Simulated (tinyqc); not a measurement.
Which substrate gives the strongest standing wave: standing waves and exposure in a photoresist film.

Parameters, chosen for this exercise:
- lam = 365 nm (vacuum wavelength)
- n1 = 1.674 (resist index)
- A = 0.59 1/micrometre (bleachable absorption (Dill A))
- B = 0.12 1/micrometre (fixed absorption (Dill B))

r12 = (N1 - Ns)/(N1 + Ns) with N1 = n1 + i (A + B) lam/(4 pi), lam in micrometres, and Ns = ns + i ks chosen for the exercise, each substrate thick; contrast 2|r|/(1 + |r|^2); the intensity at the interface relative to the forward wave is |1 + r12|^2.

Cases:

| case | ns | ks |
|---|---|---|
| near Si | 6.480 | 2.640 |
| near Al | 0.418 | 4.404 |
| near Si3N4 | 2.122 | 0.000 |
| near polySi | 4.848 | 2.600 |
| near W | 3.348 | 2.443 |

Rank the cases by |r12|^2, lowest first.

Answer: near Si3N4, near W, near polySi, near Si, near Al.

Results:

| case | ns | ks | \|r12\|^2 | contrast | phase (degrees) | \|1 + r12\|^2 |
|---|---|---|---|---|---|---|
| near Si | 6.480 | 2.640 | 0.4072 | 0.907 | -169.5 | 0.152 |
| near Al | 0.418 | 4.404 | 0.8680 | 0.997 | -138.7 | 0.468 |
| near Si3N4 | 2.122 | 0.000 | 0.0140 | 0.233 | 177.1 | 0.778 |
| near polySi | 4.848 | 2.600 | 0.3386 | 0.869 | -162.8 | 0.227 |
| near W | 3.348 | 2.443 | 0.2771 | 0.824 | -150.8 | 0.358 |

The strongest reflector is the case near Al (0.868) and the weakest near Si3N4 (0.0140). The intensity at the interface depends on the phase too: it is lowest for the case near Si (0.152, phase -169 degrees) and highest for near Si3N4 (0.778); a strong reflector with a phase of 180 degrees would put a node there.

Computed by tinyqc, a small Python program: `OMP_NUM_THREADS=1 python tinyqc.py 1650573 1650574 out.jsonl` (the numbers bound the seed that draws the inputs); one thread of a shared host (Intel(R) Xeon(R) Processor @ 2.30GHz), about 0.01 s for the whole set of steps.
